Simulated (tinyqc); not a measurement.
A finite superlattice with mass mismatch, transfer matrices: two steps of the calculation.

One electron of energy E comes from the left lead (band edge 0); no transverse momentum. Parabolic bands, masses in units of m0, C = hbar^2/(2 m0); psi and psi'/m are continuous at every interface. N periods of a barrier d1 followed by a well Lw; the right lead equals the left one.

Parameters, values chosen for the exercise; masses and offsets of a made-up heterostructure: mass in the left lead mL = 0.14 m0; barrier height U1 = 0.5 eV; barrier mass m1 = 0.32 m0; barrier width d1 = 0.4 nm; well width (edge 0, mass mL) Lw = 2.8 nm; number of periods N = 7; electron energy E = 0.256 eV.

Constants: q = 1.602176634e-19 C, hbar = 1.054571817e-34 J s, m0 = 9.1093837015e-31 kg, hbar^2/(2 m0) = 0.0380998212 eV nm^2. Results are converted to the units shown.

Task 1. Matrices of the layers. For the pair (psi, psi'/m) a flat layer has M = [[cos kd, (m/k) sin kd], [-(k/m) sin kd, cos kd]] with k = sqrt(m (E - U)/C) above its edge U, and M = [[cosh Kd, (m/K) sinh Kd], [(K/m) sinh Kd, cosh Kd]] with K = sqrt(m (U - E)/C) below it. M12 is in nm, M21 in 1/nm.

Wanted: M of layer 1; M of layer 2.

Result 1.

M of layer 1:
```
        1        2
1  1.1685  0.13511
2  2.7040   1.1685
```

M of layer 2:
```
          1         2
1  -0.91067  0.059635
2   -2.8622  -0.91067
```

Task 2. N periods by the Chebyshev identity. x = (M11 + M22)/2 of one period. For |x| < 1 the energy lies in a miniband and cos(th) = x; for |x| > 1 it lies in a gap and cosh(g) = |x|. M^N = U_(N-1)(x) M - U_(N-2)(x) 1, with U_n = sin((n + 1) th)/sin th in a band and sign(x)^n sinh((n + 1) g)/sinh g in a gap.

M of one period:
```
             1             2
1  -0.90284000  -0.053358346
2   -5.8068034    -1.4508013
```

Find: x; g; U_(N-1); U_(N-2); M^N.

Result 2.

x = -1.1768
g = 0.58625
U_(N-1) = 48.798
U_(N-2) = -27.135

M^N:
```
         1        2
1  -16.921  -2.6038
2  -283.36  -43.661
```

The energy lies in a gap: for large N each further period divides T(E) by exp(2 g) = 3.23.

Range of the model: Masses are held fixed, although real bands cease to be parabolic a few tenths of an eV from their edges (inside a barrier too).

Computed by the program tinyqc: `OMP_NUM_THREADS=1 python tinyqc.py 2560034 2560035 out.jsonl`, one thread of a shared Intel Xeon 2.30GHz, about 0.01 s for the whole run.
